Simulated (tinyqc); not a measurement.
The trial energy against the axis ratio: donor in an ellipsoidal valley (Kohn-Luttinger variational method). Computed by tinyqc, a small Python program. Command: `OMP_NUM_THREADS=1 python tinyqc.py 3012788 3012789 out.jsonl kohnlutt sweep`. One thread of a shared host (Intel(R) Xeon(R) Processor @ 2.30GHz), about 0.07 s of CPU time with the checks.

H = -(d^2/dx^2 + d^2/dy^2) - gamma d^2/dz^2 - 2/r in units built on m_t, with gamma = m_t/m_l and z along the valley axis. One valley; no valley-orbit or central-cell term.

Inputs (values chosen for the exercise, modelled on silicon): transverse mass m_t = 0.191 m_0; longitudinal mass m_l = 0.931 m_0; dielectric constant eps = 11.4.

Constants: Ry = 13.605693123 eV; a_0 = 0.529177210903 angstrom.

Method. Ry* = Ry m_t/eps^2, a* = a_0 eps/m_t, gamma = m_t/m_l. Trial function exp(-sqrt((x^2 + y^2)/a^2 + z^2/b^2)) with beta = b/a < 1: E = t/a^2 - u/a, t = (2 + gamma/beta^2)/3, u = 2 arcsin(sqrt(1 - beta^2))/sqrt(1 - beta^2); the best a is 2 t/u and E(beta) = -u^2/(4 t).

One run for each value:
```
trial ratio b/a  E(beta) (Ry*)  best a (a*)       t       u
0.15                   -0.5568       2.5799  3.7060  2.8730
0.25                   -1.0525       1.2934  1.7608  2.7227
0.36                   -1.3911       0.9266  1.1943  2.5779
0.46                   -1.5303       0.8043  0.9898  2.4615
0.56                   -1.5699       0.7507  0.8847  2.3571
0.67                   -1.5506       0.7268  0.8190  2.2539
0.77                   -1.5040       0.7211  0.7820  2.1690
0.88                   -1.4382       0.7245  0.7550  2.0840
0.98                   -1.3735       0.7329  0.7379  2.0134
```

Describe and explain the trends.

Over the rows, E(beta) (Ry*) goes from -0.557 through a minimum among these rows, -1.57 at 0.560, to -1.37; best a (a*) goes from 2.58 through a minimum among these rows, 0.721 at 0.770, to 0.733; t falls from 3.71 to 0.738 (exponent d ln y / d ln x -1.5 between the first rows and -0.21 between the last). Flattening raises the kinetic term t through gamma/beta^2 and the attraction u through a smaller mean distance; the minimum balances the two.

Extremes, crossings and ranges named in words are read from the listed rows.
